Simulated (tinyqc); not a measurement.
Donor or exciton in a quantum well (variational effective-mass method). Inputs raised by 10 %, one at a time. Computed by tinyqc, a small Python program. Command: `OMP_NUM_THREADS=1 python tinyqc.py 3028264 3028265 out.jsonl welldonor sens`. One thread of a shared host (Intel(R) Xeon(R) Processor @ 2.30GHz), about 0.1 s of CPU time with the checks.

H = -nabla^2 - 2/|r - r_i| + V(z) in effective units; trial function psi = f(z) exp(-|r - r_i|/lambda), f the ground state of the well. Mass and screening are the same in well and barrier; l = L/a* is the width in effective units. Bands are flat: no polarisation or applied field.

Inputs (values chosen for the exercise, modelled on CdS): electron mass m = 0.199 m_0; dielectric constant eps = 8.41; well width L = 1.5 nm; donor position z_i/L from the centre = 0.3.

Centre: donor. Barriers: infinite.

Constants: Ry = 13.605693123 eV; a_0 = 0.529177210903 angstrom.

Method:
- Ry* = Ry m/eps^2, a* = a_0 eps/m; l = L/a*.
- k = pi/l; f = cos(k z) inside and zero outside; subband energy k^2 Ry*.
- Binding E_b(lambda) = -1/lambda^2 + 4 A/(lambda B), with A = int f^2 exp(-2 s/lambda) dz, B = int f^2 exp(-2 s/lambda)(1 + 2 s/lambda) dz and s = |z - z_i|; 40 Gauss-Legendre points on each piece between the walls at z = -l/2 and l/2 and z_i.
- Golden-section search for the maximum over lambda from 0.3 to 4, 40 steps.

Runs:
```
input moved                            from      to  binding energy (meV)  radius lambda a* (nm)  binding in Ry*  subband energy (meV)
base run                                  -       -                 75.07                  2.031           1.961                 839.8
electron mass m (m_0)                 0.199  0.2189                 79.60                  1.894           1.890                 763.5
dielectric constant eps                8.41   9.251                 64.32                  2.178           2.033                 839.8
well width L (nm)                       1.5    1.65                 72.36                  2.084           1.890                 694.1
donor position z_i/L from the centre    0.3    0.33                 71.95                  2.106           1.880                 839.8
```

Exponents ln(y'/y) / ln(x'/x):
```
input                                 binding energy  radius lambda a*  binding in Ry*  subband energy
electron mass m                                0.614            -0.733          -0.386              -1
dielectric constant eps                       -1.623             0.733           0.377               0
well width L                                  -0.386             0.267          -0.386              -2
donor position z_i/L from the centre          -0.446             0.377          -0.446               0
```

Among the inputs moved here: binding energy answers most in size to dielectric constant eps (exponent -1.623), next to electron mass m (+0.614). Radius lambda a* answers most in size to electron mass m (exponent -0.733), and about equally to dielectric constant eps (+0.733). Binding in Ry* answers most in size to donor position z_i/L from the centre (exponent -0.446), next to electron mass m (-0.386). Subband energy answers most in size to well width L (exponent -2.000), next to electron mass m (-1.000); its exponent is below 0.0005 for dielectric constant eps, donor position z_i/L from the centre. Its exponent -1.000 in electron mass m: an infinite well, E as 1/m. Its exponent -2.000 in well width L: an infinite well, E as 1/L^2.

Caution (all rows): so narrow a well has large confinement energy, where non-parabolicity and barrier penetration matter.
